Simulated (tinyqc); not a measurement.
Vertical double-diffused power MOSFET, components of the on-resistance: On-resistance against the gap between neighbouring p bodies.

Stripe cells of pitch Wp + a, two channels a cell. Current flows through the channels, spreads in the accumulation layer, passes the gap between the p bodies and spreads at 45 degrees into the drift layer below them. Low drain voltage, full ionisation.

Triangular field at breakdown with Ec = Kc N^(1/8): BV = eps0 eps_r Ec^2/(2 q N), so N = (eps0 eps_r Kc^2/(2 q BV))^(4/3); W = 2 BV/Ec; mu = mud (T/300 K)^(-bt); rho = 1/(q mu N); ideal resistance rho W. Pitch p = Wp + a, Cox = 3.9 eps0/tox; zero-bias depletion in the gap w0 = sqrt(2 eps0 eps_r Vbi/(q N Nj)), open gap g = a - 2 w0; R_ch = Lc p/(2 mch Cox Vov); R_acc = 0.6 a p/(4 mac Cox Vov), 0.6 being an empirical factor for current leaving the layer along its length; R_gap = (rho/Nj) xp p/g; spreading depth t = min(W, (p - g)/2); R_drift = (rho p/2) ln((g + 2 t)/g) + rho (W - t); R_on = the sum with Rs.

Parameters, values chosen for the exercise; bulk values close to those of 4H silicon carbide:
- T = 400 K (temperature)
- eps_r = 9.73 (relative permittivity)
- Kc = 22700 V/cm per (cm^-3)^(1/8) (critical-field constant)
- BV = 1200 V (rated breakdown voltage of the drift layer)
- mud = 791 cm^2/(V s) (drift mobility at 300 K)
- bt = 2.6 (temperature exponent of the drift mobility)
- tox = 79 nm (gate oxide thickness (eps_r 3.9))
- Vov = 12 V (gate overdrive)
- mch = 25 cm^2/(V s) (channel mobility)
- mac = 100 cm^2/(V s) (accumulation-layer mobility)
- Lc = 1 um (channel length)
- Wp = 5 um (width of the p body in one cell, channels included)
- xp = 1.7 um (depth of the p body)
- Nj = 1 (doping of the gap over the drift doping)
- Vbi = 2.84 V (built-in voltage of the body junction)
- Rs = 0.3 mohm cm^2 (substrate and contact resistance)

Constants: q = 1.602176634e-19 C, eps0 = 8.8541878128e-14 F/cm where lengths are in cm. Results are converted to the units shown.

The same in every row: ideal (mohm cm^2) = 1.421.

On-resistance against the gap between neighbouring p bodies:
```
a (um)  R_ch (mohm cm^2)  R_acc (mohm cm^2)  R_gap (mohm cm^2)  R_drift (mohm cm^2)  R_on (mohm cm^2)  largest term
1.2                2.364             0.2128              7.415                2.482             12.77           gap
1.6                2.517             0.3020              2.593                2.100             7.811           gap
2.2                2.745             0.4530              1.409                1.897             6.805       channel
3                  3.050             0.6863             0.9380                1.772             6.747       channel
4.1                3.470              1.067             0.6879                1.683             7.208       channel
5.6                4.042              1.698             0.5397                1.617             8.196       channel
7.6                4.804              2.738             0.4470                1.569             9.859       channel
10                 5.719              4.290             0.3902                1.535             12.23       channel
14                 7.245              7.607             0.3421                1.504             17.00  accumulation
```

R_on goes from 12.8 through a minimum of 6.75 (at a = 3 among the rows listed) to 17.0 mohm cm^2. The gap term is the largest at a = 1.2, the channel term from 2.2, the accumulation term from 14 on. R_on is 8.99 times the ideal drift resistance in the first row and 12.0 times in the last. A narrow gap chokes the current while a wide one lengthens the pitch and so dilutes the channels, which gives the minimum.

Computed by the program tinyqc: `OMP_NUM_THREADS=1 python tinyqc.py 2230131 2230132 out.jsonl`, one thread of a shared Intel Xeon 2.30GHz, about 0.01 s for the whole run.
